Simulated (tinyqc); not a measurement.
Two mixing rules: virtual-crystal alloy in the empirical-pseudopotential method.

Empirical pseudopotential on the fcc lattice, atoms at +/- tau, tau = a (1,1,1)/8, no spin-orbit coupling. H(G,G') = c (2 pi/a)^2 |k + G|^2 delta + VS(q) cos(q.tau) + i VA(q) sin(q.tau), q = G - G', c = hbar^2/2m0; k and G in units of 2 pi/a; VS at |q|^2 = 3, 8, 11 and VA at 3, 4, 11, in rydberg, zero elsewhere. At each k the basis holds all G with |k + G|^2 up to 16; energies are counted from the fourth level at Gamma.

Virtual crystal A(1-x)B(x): a = (1 - x) a_A + x a_B. Rule linear: V = (1 - x) V_A + x V_B. Rule volume: V = [(1 - x) a_A^3 V_A + x a_B^3 V_B]/a^3, since a form factor is an atomic potential divided by the cell volume.

Constants: hbar^2/2m0 = 3.80998211 eV angstrom^2; Ry = 13.60569312 eV.

Parameters, chosen for this exercise (classic local form factors of the size used for GaP (A) and InP (B), which place X and L only to a few tenths of an eV; not measured data):
- a = (5.448, 5.853) angstrom (lattice constants of A, B)
- VSA = (-0.216, 0.03, 0.069) Ry (symmetric form factors of A)
- VAA = (0.123, 0.068, 0.02) Ry (antisymmetric form factors of A)
- VSB = (-0.226, 0.009, 0.061) Ry (symmetric form factors of B)
- VAB = (0.071, 0.049, 0.01) Ry (antisymmetric form factors of B)

Gaps from the valence top to the fifth band at Gamma, at L = (1/2,1/2,1/2) and at the lowest of k = (f,0,0), f = 0.70, 0.75, ..., 1.00. Both rules agree at the ends.

Gaps (eV):
```
x     Gamma, linear  Delta/X, linear  L, linear  Gamma, volume  Delta/X, volume  L, volume
0.25          2.407            2.129      2.361          2.369            2.116      2.333
0.50          2.174            2.142      2.228          2.118            2.125      2.190
0.75          1.902            2.139      2.078          1.856            2.127      2.048
```

At x = 0.5 the volume rule moves Gamma by -56 meV, Delta/X by -17 meV and L by -39 meV, that is the bowing by -4 times these; the lattice constants differ by 7.4 %, and the rules would coincide for equal ones.

(tinyqc, `OMP_NUM_THREADS=1 python tinyqc.py 1050210 1050211 out.jsonl`, Intel(R) Xeon(R) Processor @ 2.30GHz, 1 thread, shared host, about 0.2 s.)
